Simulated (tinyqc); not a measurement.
A spin-degenerate level with charging energy between two leads, rate equations: one step of the calculation.

States 0, up, down and 2 with energies 0, e1 - Ez/2, e1 + Ez/2 and 2 e1 + U. mu_L = +V/2, mu_R = -V/2 (meV), f(x) = 1/(1 + exp(x/kB T)). A transition that adds one electron of given spin at the energy E has the rate G f(E - mu) from each lead, and its reverse G [1 - f(E - mu)]. I counts electrons leaving the left lead, times q.

Task. Rate matrix. dp/dt = W p; W_ji is the rate from state i to j, and each column sums to zero.

Inputs (values chosen for the exercise):
```
symbol,value,unit,meaning
GL,0.17,1/ns,tunnel rate to the left lead
GR,0.44,1/ns,tunnel rate to the right lead
```

```
transition,fL,fR
0-up,0.99999722,0.98817810
0-down,0.99979122,0.52696108
up-2,0.00000201,0.00000000
down-2,0.00015104,0.00000004
```

Find: W.

Result.

W (1/ns):
```
,0,up,down,2
0,-1.007,0.005,0.208,0.000
up,0.605,-0.005,0.000,0.610
down,0.402,0.000,-0.208,0.610
2,0.000,0.000,0.000,-1.220
```

Range of the model: Rate equations need hbar G well below kB T; cotunnelling and the Kondo effect are left out.

Computed by the program tinyqc: `OMP_NUM_THREADS=1 python tinyqc.py 2780102 2780103 out.jsonl`, one thread of a shared Intel Xeon 2.30GHz, about 0.01 s for the whole run.
